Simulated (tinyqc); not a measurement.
Composition and strain of an epitaxial Si(1-x)Ge(x) layer from Raman and X-ray peaks: one step, computed by the program tinyqc. Command: `OMP_NUM_THREADS=1 python tinyqc.py 3001059 3001060 out.jsonl epiraman walk`. One thread of a shared host (Intel(R) Xeon(R) Processor @ 2.30GHz), about 0.01 s of CPU time with the checks.

A (001) layer, biaxially strained in the plane. The Raman peaks follow empirical lines omega = w0 + c1 x + c3 x^3 + b eps (c3 for Si-Ge alone), with eps the in-plane strain.

Task: Raman peaks. Insert x and eps in the three lines; the strain part is b eps.

Inputs (values chosen for the exercise, modelled on silicon-germanium): Ge fraction x = 0.43; Si-Si: w0 = 520.3 1/cm; Si-Si: c1 = -67.5 1/cm; Si-Si: strain coefficient b = -722 1/cm; Si-Ge: w0 = 400.3 1/cm; Si-Ge: c1 = 23.6 1/cm; Si-Ge: c3 = -34.7 1/cm; Si-Ge: strain coefficient b = -596 1/cm; Ge-Ge: w0 = 280.3 1/cm; Ge-Ge: c1 = 19.6 1/cm; Ge-Ge: strain coefficient b = -420 1/cm.

Substrate: silicon.

in-plane strain eps = -2.793866 per mille

Give: Si-Si peak; Si-Ge peak; Ge-Ge peak; strain parts.

Result:

Si-Si peak = 493.29 1/cm

Si-Ge peak = 409.35 1/cm

Ge-Ge peak = 289.90 1/cm

strain parts (1/cm): Si-Si 2.0172, Si-Ge 1.6651, Ge-Ge 1.1734

Read as unstrained, the Si-Si peak would give x = 0.400 in place of 0.43.
